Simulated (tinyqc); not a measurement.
# MOS inversion layer, Poisson-Schroedinger loop: effects of single changes

Electrons confined at an insulator interface at z = 0, treated as a hard wall; parabolic valleys, Hartree approximation, no image or exchange terms. The depletion charge lies far deeper than the electrons and gives a uniform field q Nd/(eps0 eps_r); the gate balances all charge. Energies are counted from the band edge at the interface.

Parameters, values chosen for the exercise; masses and permittivity close to those of silicon (100):
- T = 400 K (temperature)
- eps_r = 11.6 (relative permittivity)
- mz1 = 0.916 m0 (mass along z of valley set A (2 valley(s)))
- md1 = 0.189 m0 (in-plane density-of-states mass of set A)
- mz2 = 0.193 m0 (mass along z of valley set B (4 valley(s)))
- md2 = 0.424 m0 (in-plane density-of-states mass of set B)
- Ns = 1.5e12 cm^-2 (sheet density of electrons)
- Nd = 2.2e11 cm^-2 (sheet density of depletion charge)
- dE = 0 eV (extra shift of set B (strain))

Constants: q = 1.602176634e-19 C, kB = 1.380649e-23 J/K, hbar = 1.054571817e-34 J s, m0 = 9.1093837015e-31 kg, Vt = kB T/q, eps0 = 8.8541878128e-14 F/cm where lengths are in cm, hbar^2/(2 m0) = 0.0380998212 eV nm^2. Results are converted to the units shown.

Each table varies one quantity; the others keep the values above.

## Effect of the sheet density of electrons

Schroedinger equation -(C/mz) psi'' + (V0 + U + dE for set B) psi = E psi, C = hbar^2/(2 m0), psi(0) = 0, on a uniform mesh of 800 nodes with a far wall at 88 nm, 8 levels a set; V0 = q Nd z/(eps0 eps_r); dU/dz = q (Ns - integral of n from 0 to z)/(eps0 eps_r), U(0) = 0; N_k = g md m0 q Vt/(pi hbar^2) ln(1 + exp((EF - E_k)/Vt)), g the number of valleys of the set, sum N_k = Ns. Triangular well: E_k = a_k (C F^2/mz)^(1/3), a_1 = 2.338107, a_2 = 4.087949, C = hbar^2/(2 m0), F in eV/nm. Fang-Howard (all electrons in the lowest level of set A): b^3 = 6 (mz1/C) q (Nd + 11 Ns/32)/(eps0 eps_r), centroid 3/b, level C b^2/(4 mz1) + (3/b) q (Nd + 11 Ns/16)/(eps0 eps_r). The centroid adds 3.9 z_av/eps_r to an oxide-equivalent thickness.

Effect of the sheet density of electrons:
columns A: Ns (cm^-2); B: A1 (meV); C: B1 (meV); D: EF (meV); E: share of A1 (%); F: share of set A (%); G: centroid z_av (nm); H: added oxide equivalent (nm); I: Fang-Howard centroid (nm)
```
A          B     C      D     E     F     G      H     I
1e11    23.2  38.2   -191  10.8  32.9  9.41   3.17  3.61
2.1e11  28.0  45.3   -157  12.1  33.8  8.76   2.94  3.45
4.5e11  37.1  58.9   -115  14.7  35.6  7.70   2.59  3.18
9.7e11  53.8  83.4  -61.2  19.6  38.9  6.30   2.12  2.79
2.1e12  82.6   125   8.07  28.2  44.8  4.80   1.61  2.34
4.4e12   129   189   95.6  40.2  53.4  3.51   1.18  1.91
9.4e12   206   292    221  53.8  63.5  2.48  0.835  1.51
2e13     333   461    411  63.8  71.0  1.78  0.597  1.19
```

As Ns goes from 1e11 to 2e13, A1 rises from 23.2 to 333 meV, the share of A1 rises from 10.8 to 63.8 % and the centroid falls from 9.41 to 1.78 nm. A1 goes as Ns^(0.64) between the last two rows (a triangular well in the field of that charge alone gives 2/3). EF lies more than 2 meV above A1 for Ns = 9.4e12, 2e13. The Fang-Howard centroid is 62 % below the full one in the first row, where A1 holds 10.8 %, and 33 % below it in the last, where A1 holds 63.8 %. For Ns = 1e11, 2.1e11, 4.5e11, 9.7e11, 2.1e12 the eighth level of a set still holds over 0.4 % of the electrons, so more levels and a farther wall would raise the centroid.

## Effect of the extra shift of set B (strain)

Schroedinger equation -(C/mz) psi'' + (V0 + U + dE for set B) psi = E psi, C = hbar^2/(2 m0), psi(0) = 0, on a uniform mesh of 800 nodes with a far wall at 55 nm, 8 levels a set; V0 = q Nd z/(eps0 eps_r); dU/dz = q (Ns - integral of n from 0 to z)/(eps0 eps_r), U(0) = 0; N_k = g md m0 q Vt/(pi hbar^2) ln(1 + exp((EF - E_k)/Vt)), g the number of valleys of the set, sum N_k = Ns.

The same in every row: Fang-Howard centroid (nm) = 2.54.

Effect of the extra shift of set B (strain):
```
dE (eV)  A1 (meV)  B1 (meV)  EF (meV)  share of A1 (%)  share of set A (%)  centroid z_av (nm)  added oxide equivalent (nm)
-0.05        69.3      57.1     -57.3             9.10                15.2                5.84                         1.96
-0.02        68.7      85.6     -35.7             17.1                29.3                5.63                         1.89
0.01         67.9       114     -19.7             27.5                48.7                5.35                         1.80
0.04         67.1       142     -9.37             37.4                68.5                5.05                         1.70
0.07         66.6       170     -3.66             44.4                83.4                4.81                         1.62
0.1          66.3       199    -0.855             48.4                92.2                4.67                         1.57
0.13         66.1       229     0.418             50.3                96.5                4.60                         1.54
0.16         66.1       259     0.971             51.1                98.5                4.56                         1.53
```

As dE goes from -0.05 to 0.16, A1 falls from 69.3 to 66.1 meV, the share of A1 rises from 9.10 to 51.1 % and the centroid falls from 5.84 to 4.56 nm. The Fang-Howard centroid is 57 % below the full one in the first row, where A1 holds 9.10 %, and 44 % below it in the last, where A1 holds 51.1 %. In every row the eighth level of a set still holds over 0.4 % of the electrons, so more levels and a farther wall would raise the centroid.

Program tinyqc, `OMP_NUM_THREADS=1 python tinyqc.py 2160163 2160164 out.jsonl`; Intel Xeon 2.30GHz, shared host, one thread, about 1 s.
